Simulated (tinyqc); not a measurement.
Raman shift of the zone-centre optical phonon of a diamond-structure crystal under stress: one step, computed by the program tinyqc.

Axes x, y, z are the cube axes. Strain shifts the threefold optical mode and can split it; p, q and r are the phonon deformation potentials.

Task: Secular matrix and shifts. Secular matrix: M_xx = p eps_xx + q (eps_yy + eps_zz), M_xy = 2 r eps_xy; its eigenvalues are omega^2 - omega_0^2, and the shifts are these over 2 omega_0.

Inputs (values chosen for the exercise, for a model crystal):
```
quantity,value,unit
unstrained frequency omega_0,533,1/cm
p/omega_0^2,-1.26,-
q/omega_0^2,-2.31,-
r/omega_0^2,-1,-
```

Stress state: biaxial. Axis: [110].

strain (per mille):
```
,x,y,z
x,0.089425,-0.862069,0.000000
y,-0.862069,0.089425,0.000000
z,0.000000,0.000000,1.158943
```

Give: M/(2 omega_0); shifts, in rising order.

Result:

M/(2 omega_0) (1/cm):
```
,x,y,z
x,-0.79854,0.45948,0.00000
y,0.45948,-0.79854,0.00000
z,0.00000,0.00000,-0.49926
```

shifts, in rising order (1/cm): [-1.2580, -0.4993, -0.3391]
